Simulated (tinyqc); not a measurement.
# Fully depleted semiconductor-on-insulator film with two gates, non-linear Poisson equation by Newton steps: effects of single changes

One dimension across the film, front interface at x = 0, back interface at x = ts. psi is counted from the intrinsic level, n = ni exp(psi/Vt) (source grounded), holes neglected, acceptors ionised. Gates act through Cox = eps0 eox/tox and Cbox = 3.9 eps0/tb with potentials G1 = Vg - (phiM - chi - Vt ln(Nc/ni)) and G2 = Vb - (phiB - chi - Vt ln(Nc/ni)). Classical Boltzmann densities, no interface charge, no depletion in the back plane.

Parameters, values chosen for the exercise; band and dielectric values close to those of silicon: temperature T = 250 K; band gap Eg = 1.13 eV; relative permittivity eps_r = 11.8; conduction-band density of states at T Nc = 2.13e19 cm^-3; valence-band density of states at T Nv = 2e19 cm^-3; electron affinity chi = 3.99 eV; relative permittivity of the gate insulator (close to silicon dioxide) eox = 3.9; insulator thickness tox = 1.7 nm; film thickness ts = 29 nm; buried-oxide thickness (eps_r 3.9) tb = 22 nm; acceptor density of the film Na = 4.2e16 cm^-3; work function of the front gate phiM = 4.46 eV; work function of the back plane phiB = 4.04 eV; back-gate voltage Vb = 0 V.

Constants: q = 1.602176634e-19 C, kB = 1.380649e-23 J/K, Vt = kB T/q, eps0 = 8.8541878128e-14 F/cm where lengths are in cm. Results are converted to the units shown.

Each table varies one quantity; the others keep the values above.

## Charge against front-gate voltage

ni = sqrt(Nc Nv) exp(-Eg/(2 Vt)), Eg in volts. The Poisson equation eps0 eps_r d2psi/dx2 = q (n + Na), with -eps0 eps_r dpsi/dx = Cox (G1 - psi) at x = 0 and eps0 eps_r dpsi/dx = Cbox (G2 - psi) at x = ts, is solved on 300 equal intervals with half boxes at both ends; N_inv is the trapezoid sum of n. Swing = ln 10/(d ln N_inv/dVg); the last column is (dN_inv/dVb)/(dN_inv/dVg).

Charge against front-gate voltage:
columns A: Vg (V); B: psi front (V); C: psi back (V); D: N_inv (cm^-2); E: centroid/ts; F: swing (mV/decade); G: q dN_inv/dVg over Cox; H: back/front leverage
```
A           B      C        D       E       F        G       H
-0.05  0.0620  0.181   1.68e5   0.836    70.0  4.37e-7   0.412
0.1     0.204  0.280   2.50e7   0.761    68.0  6.67e-5   0.370
0.25    0.346  0.378   4.35e9   0.628    67.2   0.0118   0.301
0.4     0.473  0.439  2.46e11   0.359     135    0.332   0.154
0.55    0.540  0.448  1.29e12   0.164     331    0.708  0.0902
0.7     0.572  0.449  2.78e12   0.101     603    0.838  0.0778
0.85    0.592  0.450  4.43e12  0.0727     902    0.892  0.0735
1       0.605  0.450  6.16e12  0.0573  1.22e3    0.920  0.0714
1.15    0.616  0.450  7.93e12  0.0474  1.54e3    0.938  0.0701
```

N_inv passes 1e11 cm^-2 at Vg = 0.355 V. The swing starts at 70.0 mV a decade, against (1 + k) Vt ln 10 = 52.3 for a front channel with k = Cs Cbox/(Cox (Cs + Cbox)) = 0.0538, Cs = eps0 eps_r/ts; above threshold this column is no longer a subthreshold swing. The centroid falls from 0.836 to 0.0474 of ts and the leverage of the back gate falls from 0.412 to 0.0701. For Vg = 0.7, 0.85, 1, 1.15 the density at an interface exceeds 0.3 Nc, where Boltzmann statistics fail. For Vg = 0.7, 0.85, 1, 1.15 the classical centroid lies within 3 nm of an interface, where confinement, left out, would push it away.

## Threshold and coupling against the acceptor density of the film

VT is the Vg for N_inv = 1e11 cm^-2; -dVT/dVb from the linearised equation. Limits with Cs = eps0 eps_r/ts: front channel Cs Cbox/(Cox (Cs + Cbox)), back channel Cbox (Cox + Cs)/(Cox Cs). Swing at N_inv = 1e8 cm^-2.

The same in every row: front-channel limit = 0.0538; back-channel limit = 0.513.

Threshold and coupling against the acceptor density of the film:
```
Na (cm^-3)  VT (V)  centroid/ts at VT  -dVT/dVb  swing (mV/decade)
1e15         0.332              0.540     0.238               68.4
3e15         0.333              0.537     0.236               68.4
9e15         0.337              0.525     0.231               68.2
3e16         0.348              0.482     0.214               67.7
8e16         0.374              0.376     0.174               65.7
2e17         0.422              0.169     0.108               58.6
7e17         0.551             0.0301    0.0634               52.8
2e18         0.827            0.00983    0.0570               52.5
```

As Na goes from 1e15 to 2e18, VT rises from 0.332 to 0.827 V, the centroid falls from 0.540 to 0.00983 of ts and -dVT/dVb falls from 0.238 to 0.0570. The coupling covers 40.0 % of the way from the front-channel to the back-channel limit in the first row and 0.684 % in the last.

tinyqc, about 0.5 s, one thread, Intel Xeon 2.30GHz (shared host): `OMP_NUM_THREADS=1 python tinyqc.py 2190112 2190113 out.jsonl`
